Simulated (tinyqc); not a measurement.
KAI against NLS in time: switching kinetics of a ferroelectric film and the memory window of a ferroelectric gate stack. Computed by tinyqc, a small Python program. Command: `OMP_NUM_THREADS=1 python tinyqc.py 3002535 3002536 out.jsonl feswitch walk`. One thread of a shared host (Intel(R) Xeon(R) Processor @ 2.30GHz), about 0.03 s of CPU time with the checks.

Fields in MV/cm; 1 microcoulomb/cm^2 over eps_0 is 11.29409 MV/cm. In the stack (metal, ferroelectric, interlayer, channel) the channel is taken as a conductor.

Inputs (values chosen for the exercise, for a model film): dimension n = 3; half width w of log10 t = 0.24.

Method. KAI: 1 - exp[-(t/t1)^n]. NLS: the same kernel averaged over the Lorentzian F = (1/pi) w/[(z - log10 t1)^2 + w^2] in z = log10 tau.

Switched share:

| log10(t/t1) | KAI | NLS |
|---|---|---|
| -3.0 | 0.0000 | 0.02625 |
| -2.0 | 0.0000 | 0.04009 |
| -1.0 | 0.0010 | 0.08629 |
| -0.5 | 0.0311 | 0.19199 |
| -0.2 | 0.2221 | 0.37882 |
| 0.0 | 0.6321 | 0.57212 |
| 0.2 | 0.9813 | 0.74390 |
| 0.5 | 1.0000 | 0.86693 |
| 1.0 | 1.0000 | 0.92890 |
| 2.0 | 1.0000 | 0.96323 |
| 3.0 | 1.0000 | 0.97519 |

KAI goes from 10 to 90 % within 0.45 decades of time; a Lorentzian of this width needs about 2 w tan(0.4 pi) = 1.5 decades. Three decades after t1, 2.5 % of the NLS film has not switched, and three decades before it 2.6 % already has: the tails set write margins and disturb errors.
